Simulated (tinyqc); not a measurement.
Binding against well width: donor or exciton in a quantum well (variational effective-mass method). Computed by tinyqc, a small Python program. Command: `OMP_NUM_THREADS=1 python tinyqc.py 3010602 3010603 out.jsonl welldonor walk`. One thread of a shared host (Intel(R) Xeon(R) Processor @ 2.30GHz), about 0.06 s of CPU time with the checks.

H = -nabla^2 - 2/|r - r_i| + V(z) in effective units; trial function psi = f(z) exp(-|r - r_i|/lambda), f the ground state of the well. Mass and screening are the same in well and barrier; l = L/a* is the width in effective units. Bands are flat: no polarisation or applied field.

Inputs (values chosen for the exercise, modelled on ZnO):
```
quantity                              value  unit
electron mass m                       0.273   m_0
dielectric constant eps                8.38     -
well width L                              2    nm
donor position z_i/L from the centre      0     -
```

Centre: donor. Barriers: infinite.

Constants: Ry = 13.605693123 eV; a_0 = 0.529177210903 angstrom; hbar^2/(2 m_0) = 3.80998212 eV angstrom^2.

Method:
- Ry* = Ry m/eps^2, a* = a_0 eps/m; l = L/a*.
- k = pi/l; f = cos(k z) inside and zero outside; subband energy k^2 Ry*.
- Binding E_b(lambda) = -1/lambda^2 + 4 A/(lambda B), with A = int f^2 exp(-2 s/lambda) dz, B = int f^2 exp(-2 s/lambda)(1 + 2 s/lambda) dz and s = |z - z_i|; 40 Gauss-Legendre points on each piece between the walls at z = -l/2 and l/2 and z_i.
- Each row maximises over lambda (golden section, 0.3 to 4).

a* = 1.62436 nm

Ry* = 52.8926 meV

Against width:
```
L (nm)  lambda (a*)  binding (Ry*)  binding (meV)
0.6          0.6578         2.9578         156.44
1.1          0.7432         2.5374         134.21
2.0          0.8504         2.1009         111.12
3.6          0.9639         1.7023          90.04
6.4          1.0466         1.3840          73.20
```

The binding is largest in the narrowest well, 2.958 Ry* at 0.60 nm, on the way to 4. In the widest well it is 1.384 Ry*. In the narrow rows the confinement energy passes real barrier heights: infinite walls and a parabolic band fail, and with real barriers the binding peaks and falls. Caution: so narrow a well has large confinement energy, where non-parabolicity and barrier penetration matter.

Extremes, crossings and ranges named in words are read from the listed rows.
